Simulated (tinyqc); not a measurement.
Trench capacitor in an array: capacitance, non-linearity, leakage and relaxation: one step of the calculation.

A film between two metal electrodes, each interface adding a series capacitance ci. The small-signal permittivity is ek (1 + aq E^2); the field is found with the linear permittivity. Leakage J = J0 sinh(E/Ef). After a voltage step the film passes a relaxation current kr C V tt^(-nr), tt being the time in seconds. The sidewall is a coaxial capacitor with radii a = dm/2 - t and b = dm/2, depth AR dm; the end face is left out.

Problem. Cell capacitance, fields and time constant. Per length 1/c = ln(b/a)/(2 pi eps0 ek) + (1/a + 1/b)/(2 pi ci); cell capacitance c AR dm; per footprint over pt^2; fields c V/(2 pi eps0 ek r) at r = a and b; resistance of the inner electrode rho AR dm/(pi a^2); time constant R C/3 of the distributed line.

Inputs (values chosen for the exercise); permittivity of the order of that of strontium titanate:
```
symbol,value,unit,meaning
ek,157,,relative permittivity of the film
t,21,nm,film thickness
ci,1000,uF/cm^2,capacitance of each electrode interface (dead layer and screening)
V,1,V,bias
dm,150,nm,diameter of the hole
AR,20,,"aspect ratio, depth over diameter"
pt,210,nm,pitch of the square array
rho,380,uohm cm,resistivity of the inner electrode
```

Constants: eps0 = 8.8541878128e-14 F/cm where lengths are in cm. Results are converted to the units shown.

Wanted: a; b; cell capacitance; capacitance per footprint; field at a; field at b; R; R C/3.

Solution.

a = 54.00 nm
b = 75.00 nm
cell capacitance = 78.70 fF
capacitance per footprint = 178.5 uF/cm^2
field at a = 0.5562 MV/cm
field at b = 0.4005 MV/cm
R = 1.244 kohm
R C/3 = 32.65 ps

The array gives 27.3 times the planar capacitance per footprint; curvature makes the field at the inner electrode 1.18 times the planar value.

Numbers from tinyqc (`OMP_NUM_THREADS=1 python tinyqc.py 2102170 2102171 out.jsonl`; about 0.01 s on one thread of a shared Intel Xeon 2.30GHz).
